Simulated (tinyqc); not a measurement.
# Lossy on-chip transmission line with skin effect: effects of single changes

A uniform line in a homogeneous dielectric: c = sqrt(er)/(c0 Z0), l = Z0 sqrt(er)/c0 (c0 = 299792458 m/s), g = w c td, w = 2 pi f. The resistance joins its limits as r = sqrt(r_dc^2 + r_hf^2), with r_dc = rho/(wd th), r_hf = kr rho/(2 delta (wd + th)), delta = sqrt(rho/(pi f mu0)), mu0 = 4 pi 1e-7 H/m; this is an interpolation, and internal inductance, up to 0.05 nH/mm at low frequency, is neglected.

Values chosen for this exercise:
- wd = 1.6 um (width of the strip)
- th = 1.6 um (thickness of the strip)
- rho = 2.2 uohm cm (resistivity)
- er = 3.9 (relative permittivity)
- td = 0.01 (loss tangent)
- Z0 = 35 ohm (lossless impedance sqrt(l/c))
- kr = 1.5 (factor for crowding and the return path)
- len = 1.3 mm (length)
- Rg = 100 ohm (source resistance)
- RL = 100 ohm (load resistance)
- CL = 20 fF (load capacitance)
- f = 0.58 GHz (frequency)

Each table varies one quantity; the others keep the values above.

## Line properties against frequency

gamma = sqrt((r + i w l)(g + i w c)) = alpha + i beta, Zc = sqrt((r + i w l)/(g + i w c)), roots with positive real part; loss 8.685889638 alpha in dB; phase velocity w/beta. ZL = 1/(1/RL + i w CL); reflection (ZL - Zc)/(ZL + Zc); Zin = Zc (ZL + Zc tanh(gamma len))/(Zc + ZL tanh(gamma len)); H = V_load/V_source = [Zin/(Zin + Rg)]/[cosh(gamma len) + (Zc/ZL) sinh(gamma len)].

Line properties against frequency:
```
f (GHz),r (ohm/mm),r/(w l),loss (dB/mm),|Zc| (ohm),phase velocity over c0,length in wavelengths,|H| (dB)
0.01,8.597,593.4,0.06218,852.6,0.02952,0.001469,-6.493
0.03,8.602,197.9,0.1076,492.4,0.05103,0.002550,-6.493
0.09,8.619,66.11,0.1856,284.6,0.08784,0.004443,-6.495
0.3,8.677,19.97,0.3341,156.5,0.1571,0.008283,-6.502
0.8,8.813,7.605,0.5282,96.93,0.2443,0.01420,-6.526
2,9.132,3.152,0.7775,63.64,0.3463,0.02504,-6.633
7,10.36,1.021,1.180,41.84,0.4604,0.06593,-7.660
20,13.01,0.4491,1.614,36.64,0.4951,0.1752,-10.84
60,18.98,0.2183,2.449,35.41,0.5037,0.5166,-10.95
```

What does the comparison show?

r equals w l at 7.18 GHz: below it |Zc| and the delay grow as in an RC line, above it |Zc| tends to Z0 = 35 ohm and the velocity to 1/sqrt(er) = 0.506 c0. The loss goes as f^(0.50) between the first two rows and f^(0.38) between the last two. |H| is -6.49 dB in the first row and -10.9 dB in the last; between rows it can pass through resonances that the table doesn't show.

## Effect of the width of the strip

Same model as above.

Z0 is held fixed by scaling the dielectric height.

Results:
```
wd (um),r (ohm/mm),r/(w l),loss (dB/mm),|Zc| (ohm),phase velocity over c0,length in wavelengths,|H| (dB)
0.4,34.48,41.03,0.9378,224.2,0.1110,0.02266,-7.791
0.63,21.96,26.13,0.7433,179.0,0.1381,0.01821,-7.193
0.99,14.04,16.71,0.5881,143.2,0.1708,0.01472,-6.792
2.5,5.651,6.726,0.3571,91.27,0.2575,0.009767,-6.346
3.9,3.656,4.351,0.2762,73.95,0.3076,0.008178,-6.237
6.1,2.358,2.806,0.2089,60.41,0.3603,0.006981,-6.165
9.6,1.509,1.796,0.1528,50.18,0.4109,0.006121,-6.117
```

Estimate the missing row, wd = 1.6 um.

Computed row:
```
wd (um),r (ohm/mm),r/(w l),loss (dB/mm),|Zc| (ohm),phase velocity over c0,length in wavelengths,|H| (dB)
1.6,8.753,10.42,0.4561,113.2,0.2124,0.01184,-6.514
```

With this row back in the table: As wd goes from 0.4 to 9.6, the loss falls from 0.938 to 0.153 dB/mm, |Zc| falls from 224 to 50.2 ohm and |H| goes from -7.79 to -6.12 dB, with its highest value among the rows, -6.12 dB, at wd = 9.6.

Computed by the program tinyqc: `OMP_NUM_THREADS=1 python tinyqc.py 2810197 2810198 out.jsonl`, one thread of a shared Intel Xeon 2.30GHz, about 0.01 s for the whole run.
